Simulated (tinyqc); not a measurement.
Sensitivity of the reflectance: thin-film optics by transfer matrices.

Indices N = n + i k. Snell: N0 sin(theta) = N_j sin(theta_j), with Im(N_j cos theta_j) >= 0. Admittance y_j = N_j cos theta_j for s and N_j/cos theta_j for p. Phase delta_j = 2 pi N_j cos theta_j d_j/lambda. Layer matrix [[cos delta, -i sin delta/y], [-i y sin delta, cos delta]], multiplied from the top down to M. (B, C) = M (1, y_sub); r = (y0 B - C)/(y0 B + C), R = |r|^2, T = 4 Re y0 Re y_sub/|y0 B + C|^2, absorbed in the films 1 - R - T.

Values chosen for the exercise (indices near those of Si3N4 on Si; the results hold for these values, not for the real material):
- lam = 248 nm (vacuum wavelength)
- n0 = 1 (ambient index)
- n = (2.292, 1.59) (n of Si3N4, substrate)
- k = (0.005, 3.439) (k in the same order)
- d = (32) nm (thicknesses, top first)
- theta = 60 degrees (angle of incidence)

R for both polarisations.

One parameter was then changed.

Results before and after:
```
case,R_s,R_p,T_s
base,0.6528,0.4133,0.3344
changed,0.6838,0.4199,0.3047
```

Which of these changes was made? (a) theta = 65 degrees; (b) n = (2.338, 1.59); (c) k = (0.005, 3.793); (d) d = (37) nm; (e) lam = 253 nm.

Answer: (b) n = (2.338, 1.59). Of the candidates, run in turn, only this one gives the changed row.

All candidates:
```
case,R_s,R_p,T_s
base,0.6528,0.4133,0.3344
d = (37) nm,0.7665,0.4524,0.2240
"n = (2.338, 1.59)",0.6838,0.4199,0.3047
"k = (0.005, 3.793)",0.6650,0.4551,0.3212
lam = 253 nm,0.6310,0.4080,0.3556
theta = 65 degrees,0.6814,0.4096,0.3067
```

tinyqc: `OMP_NUM_THREADS=1 python tinyqc.py 1650179 1650180 out.jsonl`; about 0.01 s, one thread, shared Intel(R) Xeon(R) Processor @ 2.30GHz.
